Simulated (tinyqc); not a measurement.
## Trap density from one capacitance

Problem. Traps spread evenly through the insulator exchange electrons with the semiconductor by tunnelling, with tau(x) = t0 exp(2 ka x) at depth x from the interface. The admittance per area Y seen at depth x obeys dY/dx = -Y^2/(i w eps0 eox) + q Nb ln(1 + i w tau)/tau, with Y(0) = i w Cs and w = 2 pi f; the gate sees Y(tox) = G + i w C. Working variable y = Y/(i w), in uF/cm^2. Cox = eps0 eox/tox. Find Nb and G/w.

Parameters, values chosen for the exercise: relative permittivity of the insulator eox = 18.1; insulator thickness tox = 8.7 nm; semiconductor capacitance in accumulation Cs = 0.61 uF/cm^2; decay constant of the wave function in the insulator ka = 5.2 1/nm; time constant of a trap at the interface t0 = 1e-10 s; frequency f = 100 Hz.

Constants: q = 1.602176634e-19 C, eps0 = 8.8541878128e-14 F/cm where lengths are in cm. Results are converted to the units shown.

C = 0.56220652 uF/cm^2

Answer. C rises steadily with Nb, so one density matches; in practice ka and t0 must come from the frequency dependence.

Nb = 6.800e18 cm^-3 eV^-1
G/w = 0.009360 uF/cm^2

tinyqc, about 0.5 s, one thread, Intel Xeon 2.30GHz (shared host): `OMP_NUM_THREADS=1 python tinyqc.py 2202010 2202011 out.jsonl`
